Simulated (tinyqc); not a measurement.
Formation energy of a charged point defect from supercell energies. Changing the dielectric constant eps. Computed by tinyqc, a small Python program. Command: `OMP_NUM_THREADS=1 python tinyqc.py 3012517 3012518 out.jsonl formation sweep`. One thread of a shared host (Intel(R) Xeon(R) Processor @ 2.30GHz), about 0.01 s of CPU time with the checks.

The host is a compound AB. Making the defect adds n_A = 0, n_B = -1 atoms to the cell. All total energies are inputs. E_F is counted from the valence-band maximum (VBM); x = 0 is A-rich and x = 1 B-rich growth.

Inputs (values chosen for the exercise, for a model compound AB): gap E_g = 2.45 eV; E_VBM of the host cell = 4.702 eV; potential alignment dV = -0.1 eV; cell length L = 15.2 angstrom; mu_B of the pure element = -6.62 eV; formation enthalpy dH of AB = -1.54 eV; growth condition x = 0.51; Fermi level E_F = 1.33 eV; temperature T = 1200 K; site density N_s = 2.8e+22 cm^-3.

Defect: vacancy of B. Supercell lattice: bcc.

charge states q: [2, 1, 0, -1, -2]

E(defect, q) - E(host), in the order of q (eV): [-0.446, 4.858, 10.857, 16.654, 22.452]

Constants: e^2/(4 pi eps_0) = 14.39964548 eV angstrom; k_B = 8.617333262e-05 eV/K.

Method:
- dmu_A = x dH and dmu_B = (1 - x) dH, so that dmu_A + dmu_B = dH; mu = mu(element) + dmu.
- The reservoir term is sum n_i mu_i.
- Image-charge correction of a point charge in a neutralising background: E_corr = q^2 alpha e^2/(4 pi eps_0) / (2 eps L), alpha = 2.888462 for a bcc array with L the cube root of the volume.
- E_f(q, E_F) = [E(defect, q) - E(host)] - sum n_i mu_i + q (E_VBM + dV + E_F) + E_corr(q).
- eps(q/q-1) = E_f(q - 1, 0) - E_f(q, 0).
- E_f(q, E_F) = E_f(q, 0) + q E_F.
- c_q = N_s exp(-E_f(q, E_F)/k_B T), with all degeneracy factors one and no vibrational entropy.

One run for each value:
```
dielectric constant eps  level (+2/+1) (eV)  level (-1/-2) (eV)  lowest formation energy (eV)
4.0                                 -0.3241               2.222                         3.482
5.3                                 -0.0724               1.970                         3.482
7.1                                  0.1239               1.774                         3.482
9.5                                  0.2699               1.628                         3.482
13.0                                 0.3863               1.512                         3.453
17.0                                 0.4606               1.437                         3.428
22.0                                 0.5154               1.383                         3.410
30.0                                 0.5652               1.333                         3.393
```

Describe and explain the trends.

Over the rows, level (+2/+1) (eV) rises from -0.324 to 0.565; level (-1/-2) (eV) falls from 2.22 to 1.33 (exponent d ln y / d ln x -0.43 between the first rows and -0.12 between the last); lowest formation energy (eV) falls from 3.48 to 3.39, flat over part of the range. The cell energies are held while eps moves, so this shows how much hangs on the correction, which scales as q^2/eps; a kink in the lowest E_f marks a level crossing E_F.

Caution (rows 4.00, 5.30, 7.10): the largest image-charge correction in these energies, q^2 alpha e^2/(8 pi eps_0 eps L) with alpha = 2.888462, exceeds a quarter of the gap; the point-charge term alone is then a rough estimate, usually too large for a charge that is spread out. Caution (rows 17.0, 22.0, 30.0): the one-electron levels are out of order (negative U): at least one middle charge state is skipped, and the transition past it moves two or more electrons at once.

Extremes, crossings and ranges named in words are read from the listed rows.
